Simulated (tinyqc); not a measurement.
Admittance spectroscopy and thermally stimulated current of one trap level in a depletion layer: one step, computed by the program tinyqc. Command: `OMP_NUM_THREADS=1 python tinyqc.py 3110833 3110834 out.jsonl admit walk`. One thread of a shared host (Intel(R) Xeon(R) Processor @ 2.30GHz), about 0.01 s of CPU time with the checks.

A Schottky junction on n-type material holds one donor-like electron trap; shallow donors are fully ionised and abrupt depletion edges are assumed.

Task: The capacitance step. With E_c - E_F = k_B T_p ln(N_c/N): lambda = sqrt(2 eps eps_0 (E_t - (E_c - E_F))/(e^2 N)); traps are empty and charged for x < x_t = w - lambda, and V_b = e (N w^2 + N_t x_t^2)/(2 eps eps_0). High frequency: C_hf = eps eps_0/w. Low frequency: C_lf = eps eps_0 (N + N_t)/(N w + N_t x_t).

Inputs (values chosen for the exercise, modelled on n-type germanium):

| quantity | value | unit |
|---|---|---|
| dielectric constant eps | 16 | - |
| shallow doping N | 6e+16 | 1/cm^3 |
| trap density N_t | 1.3e+16 | 1/cm^3 |
| trap depth E_t below the band | 0.261 | eV |
| band bending V_b | 0.4 | V |

E_c - E_F = k_B T_p ln(N_c/N) = 0.09369424 eV

Constants: eps_0 = 8.8541878128e-12 F/m; e = 1.602176634e-19 C.

Give: lambda; depletion width w; crossing point x_t; C_hf; C_lf; step (C_lf - C_hf)/C_hf; small-N_t estimate (N_t/N)(lambda/w).

Result:

lambda = 70.22 nm

depletion width w = 107.2 nm

crossing point x_t = 36.98 nm

C_hf = 132.1 nF/cm^2

C_lf = 149.6 nF/cm^2

step (C_lf - C_hf)/C_hf = 0.1321

small-N_t estimate (N_t/N)(lambda/w) = 0.1419

Reading N_t/N straight from the step would give 0.132 against the true 0.217: the factor lambda/w must be known.
